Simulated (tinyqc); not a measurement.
From kappa back to effective Grueneisen parameter gamma: Debye-Callaway model of lattice thermal conductivity. Computed by tinyqc, a small Python program. Command: `OMP_NUM_THREADS=1 python tinyqc.py 3031815 3031816 out.jsonl callaway inv`. One thread of a shared host (Intel(R) Xeon(R) Processor @ 2.30GHz), about 0.06 s of CPU time with the checks.

Three acoustic branches with one velocity v, cut at omega_D = k_B Theta/hbar; x = hbar omega/(k_B T). v and Theta are separate inputs: Theta cuts off the heat-carrying modes, so C need not reach 3 k_B/V. gamma is an effective value that sets the umklapp rate. Heat flows along the wire.

Inputs (values chosen for the exercise, modelled on aluminium nitride):

| quantity | value | unit |
|---|---|---|
| sound velocity v | 7270 | m/s |
| Debye temperature Theta | 955 | K |
| volume per atom V | 10.4 | angstrom^3 |
| mean atomic mass M | 20.5 | u |
| umklapp exponent divisor b | 3 | - |
| mass variance Gamma | 6.2e-06 | - |
| wire diameter D | 0.61 | micrometre |
| specularity p | 0.6 | - |
| normal-process factor f_N | 0.57 | - |
| temperature T | 400 | K |

Sample: wire. Point defects: isotopes. Normal processes: included.

Constants: k_B = 1.380649e-23 J/K; hbar = 1.054571817e-34 J s; u = 1.6605390666e-27 kg.

Method:
- Gamma is given directly by the isotope mixture. A = V Gamma/(4 pi v^3).
- Rates: point defects A omega^4; umklapp B omega^2 T exp(-Theta/(b T)) with B = hbar gamma^2/(M v^2 Theta); normal processes f_N B omega^2 T (T/Theta)^2. Boundaries: v/Lambda_B with Lambda_B = D (1 + p)/(1 - p).
- kappa_1 = c int tau_C g dx, g = x^4 e^x/(e^x - 1)^2, c = (k_B/(2 pi^2 v)) (k_B T/hbar)^3, over 0 < x < min(Theta/T, 40), by 96 Gauss-Legendre points in s with x = x_max s^2; 1/tau_C = 1/tau_R + 1/tau_N; kappa_2 = c [int (tau_C/tau_N) g dx]^2 / int (tau_C/(tau_N tau_R)) g dx; kappa = kappa_1 + kappa_2.
- Heat capacity C = 3 c int g dx / v^2; grey free path 3 kappa/(C v); the median free path v tau_C halves kappa_1 when the quadrature points are ordered by free path (each counted at half its weight, interpolated in the logarithm); likewise at 10 % and 90 %.

Problem. A run gave the result below. Find the effective Grueneisen parameter gamma, known to lie between 1.5 and 2.5.

kappa = 179.6075 W/(m K)

Solution.

Each step takes the trial c = (a f_b - b f_a)/(f_b - f_a), f being the result less the target and a, b, c the logarithms of the listed values; c replaces end b, the old b replaces a if the sign of f changed, and otherwise f_a is halved.

Scan of the range:

| effective Grueneisen parameter gamma | kappa (W/(m K)) |
|---|---|
| 1.50 | 332.751 |
| 1.63 | 284.981 |
| 1.78 | 241.586 |
| 1.94 | 205.358 |
| 2.11 | 175.103 |
| 2.30 | 148.564 |
| 2.50 | 126.646 |

False position (Illinois rule, in the logarithm of the input) inside the bracket:

| step | end a | end b | trial | kappa (W/(m K)) |
|---|---|---|---|---|
| 1 | 1.94000 | 2.11000 | 2.08378 | 179.316 |
| 2 | 1.94000 | 2.08378 | 2.08049 | 179.856 |
| 3 | 2.08378 | 2.08049 | 2.08200 | 179.607 |
| 4 | 2.08049 | 2.08200 | 2.08200 | 179.607 |

Kappa falls at every point of a 13-point scan of the range (every second point is shown), so one value fits; it is bracketed by 1.94 and 2.11. Answer: effective Grueneisen parameter gamma = 2.082.
